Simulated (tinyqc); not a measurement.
# Transfer-length model of a contact: effects of single changes

A metal contact of length d and width W on a thin layer of the same width. The metal has no resistance, the sheet resistance under it equals Rsh, and current enters the layer at the front edge x = 0.

Parameters, values chosen for the exercise:

| symbol | value | unit | meaning |
|---|---|---|---|
| Rsh | 940 | ohm/sq | sheet resistance of the semiconductor layer |
| rc | 1.3e-5 | ohm cm^2 | specific contact resistivity |
| d | 0.55 | um | contact length |
| W | 42 | um | contact width |

Each table varies one quantity; the others keep the values above.

## Effect of the contact resistivity

Transfer length Lt = sqrt(rc/Rsh); front resistance Rc = (Rsh Lt/W) coth(d/Lt); end resistance Re = (Rsh Lt/W)/sinh(d/Lt).

Result of one run:
```
rc (ohm cm^2),Lt (um),d/Lt,Rc W (ohm um)
0.00022,4.838,0.1137,4.017e4
```

What becomes of these results when the specific contact resistivity rc is changed from 0.00022 to 1.4e-5 ohm cm^2, all else the same?

Result of the changed run:
```
rc (ohm cm^2),Lt (um),d/Lt,Rc W (ohm um)
1.4e-5,1.220,0.4507,2715
```

The whole series:
```
rc (ohm cm^2),Lt (um),d/Lt,Rc W (ohm um)
3.4e-7,0.1902,2.892,179.9
8.5e-7,0.3007,1.829,297.6
2.1e-6,0.4727,1.164,540.4
5.4e-6,0.7579,0.7257,1148
1.4e-5,1.220,0.4507,2715
3.4e-5,1.902,0.2892,6353
8.6e-5,3.025,0.1818,1.581e4
0.00022,4.838,0.1137,4.017e4
0.00055,7.649,0.07190,1.002e5
```

Rc W rises from 180 to 1.00e5 ohm um, as rc^(0.55) between the first two rows (d/Lt = 2.9) and rc^(1.00) between the last two (d/Lt = 0.072); a long contact gives the power 1/2 and a short one 1.

## Effect of the sheet resistance

Same model as above.

Effect of the sheet resistance:
```
Rsh (ohm/sq),Lt (um),d/Lt,Rc W (ohm um),Re W (ohm um)
34,6.183,0.08895,2370,2361
89,3.822,0.1439,2380,2355
230,2.377,0.2313,2406,2343
600,1.472,0.3737,2473,2310
1600,0.9014,0.6102,2650,2223
4100,0.5631,0.9767,3071,2026
11000,0.3438,1.600,4103,1592
27000,0.2194,2.507,6004,972.8
```

What does the table show?

Rc W rises from 2370 to 6000 ohm um while Re W falls from 2360 to 973 ohm um; for Rsh going to zero both tend to rc/d = 2360 ohm um. A larger Rsh shortens Lt and crowds the current to the front edge.

tinyqc, about 0.01 s, one thread, Intel Xeon 2.30GHz (shared host): `OMP_NUM_THREADS=1 python tinyqc.py 2760097 2760098 out.jsonl`
